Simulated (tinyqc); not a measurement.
# From one set of inputs to another, one input at a time

Model: microkinetic model of low-temperature epitaxy from hydride gases: adsorption, hydrogen desorption and rate control. Computed by tinyqc, a small Python program. Command: `OMP_NUM_THREADS=1 python tinyqc.py 3015519 3015520 out.jsonl hepi ladder`. One thread of a shared host (Intel(R) Xeon(R) Processor @ 2.30GHz), about 0.03 s of CPU time with the checks.

Each hydride molecule needs two free sites and leaves four hydrogen atoms, of which two leave at once as H2; theta is the hydrogen coverage, the site density is 6.78 per nm^2 and one layer is 1.358 angstrom thick.

The inputs printed are set A. Inputs not listed in the table keep their values of set A, so the rows need not describe a real material.

Inputs (values chosen for the exercise, close to those used for silane on Si(001)):
```
quantity                            value  unit
silane pressure p_S                   2.3    Pa
sticking prefactor of silane s0     0.023     -
adsorption barrier E_s               0.26    eV
desorption prefactor nu_d           6e+11   1/s
desorption energy on silicon E_d     2.14    eV
hydrogen carrier pressure p_H           0    Pa
sticking of hydrogen s_H          1.9e-07     -
temperature T                         640     C
```

Film: silicon. Order of hydrogen desorption: first.

Constants: k_B = 8.617333262e-05 eV/K; u = 1.6605390666e-27 kg; k_B = 1.380649e-23 J/K.

Method:
- Flux per site F = p/(sqrt(2 pi M k_B T) x 6.78e18 per m^2), M = 32.12 u (silane), 2.016 u (hydrogen); s = s0 exp(-E_s/(k_B T)); k_S = s F_S = k; k_H = s_H F_H; k_d = nu_d exp(-E_d/(k_B T)).
- Temperatures in kelvin are T(C) + 273.15.
- With k the hydride and k_H the hydrogen adsorption rate on free pairs and k_d the desorption rate, steady state: 2 (k + k_H)(1 - theta)^2 = k_d theta; growth rate R = k (1 - theta)^2 layers/s; 1 layer/s = 8.148 nm/min.
- With c = 2 (k + k_H)/k_d the free share is 1 - theta = 2/(1 + sqrt(1 + 4c)).
- X_i = d ln R/d ln k_i at fixed other constants. With f = 1 - theta and a = 2/f + 1/theta: d ln f/d ln k_d = 1/(a f), so X_d = 2/(a f), X_k = 1 - X_d k/(k + k_H), X_H = -X_d k_H/(k + k_H); they sum to 1.

Each row keeps all changes above it:
```
input moved                                                                       from             to  growth rate G (nm/min)  hydrogen coverage theta  X_d (desorption)
set A                                                                                -              -                   2.736                  0.72405           0.83994
desorption prefactor nu_d (1/s) and desorption energy on silicon E_d (eV)  6e+11, 2.14  7.7e+11, 1.96                  15.943                  0.33383           0.50055
sticking prefactor of silane s0 and adsorption barrier E_s (eV)            0.023, 0.26    0.026, 0.22                  21.075                  0.44129           0.61235
silane pressure p_S (Pa)                                                           2.3           0.22                   5.142                  0.10767           0.19441
```

Where does the difference come from?

Growth rate G goes from 2.74 to 5.14, a factor 1.88 in all. The largest single move comes from desorption prefactor nu_d with desorption energy on silicon E_d (a factor 5.83), and silane pressure p_S works against it (a factor 0.244). Hydrogen coverage theta goes from 0.724 to 0.108, a factor 0.149 in all. The largest single move comes from silane pressure p_S (a factor 0.244), and sticking prefactor of silane s0 with adsorption barrier E_s works against it (a factor 1.32). X_d (desorption) goes from 0.840 to 0.194, a factor 0.231 in all. The largest single move comes from silane pressure p_S (a factor 0.317), and sticking prefactor of silane s0 with adsorption barrier E_s works against it (a factor 1.22). The single moves hold for this order of the switches; the total does not depend on the order.

Extremes, crossings and ranges named in words are read from the listed rows.
